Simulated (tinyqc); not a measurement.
Chemically amplified photoresist: aerial image, acid generation, bake, development and line width: one step, computed by the program tinyqc. Command: `OMP_NUM_THREADS=1 python tinyqc.py 3018072 3018073 out.jsonl resist walk`. One thread of a shared host (Intel(R) Xeon(R) Processor @ 2.30GHz), about 0.03 s of CPU time with the checks.

Lines and spaces of pitch p with a two-beam-like image; x = 0 is the middle of the bright space. The resist is positive and treated as uniform in depth.

Problem. Photon statistics at the edge. Dose E(x) = E [1 + c cos(2 pi x/p)]; acid h = 1 - exp(-C E(x)). Bake: the acid image is blurred by a Gaussian of variance sigma^2 = 2 D t (each Fourier term k of h, taken on 64 points, is multiplied by exp(-4 pi^2 k^2 D t/p^2)). The edge lies at x = width/2. Absorbed photons per volume N = E(edge) alpha/(photon energy), 1 mJ/cm^2 = 62.41509 eV/nm^2, alpha in 1/nm; a Gaussian blur averages over a volume V = (2 sqrt(pi) sigma)^3; relative noise 1/sqrt(N V); edge noise sigma_x = (dh/d ln E) noise/|dh/dx|, with both derivatives of the blurred acid at the edge.

Inputs (values chosen for the exercise, for a model resist at 13.5 nm):
```
quantity,value,unit
pitch p,30,nm
image contrast c,0.73,-
mean dose E,17.7,mJ/cm^2
Dill parameter C,0.02,cm^2/mJ
acid diffusivity D,0.05,nm^2/s
bake time t,90,s
photon energy,91.84,eV
absorption coefficient alpha,5.5,1/um
```

space width = 16.87688 nm

diffusion length sigma = sqrt(2 D t) = 3 nm

Give: absorbed photons N; photons in the blur volume; edge noise from photons.

Solution.

absorbed photons N = 0.056728 1/nm^3

photons in the blur volume = 68.230

edge noise from photons = 0.83337 nm

Caution: lateral development, standing waves and the joint diffusion of acid and quencher are left out, so widths are indicative. Caution: the noise counts photons alone (acid and quencher statistics add to it) and takes the film as thicker than the blur; a thinner film averages in two dimensions only.
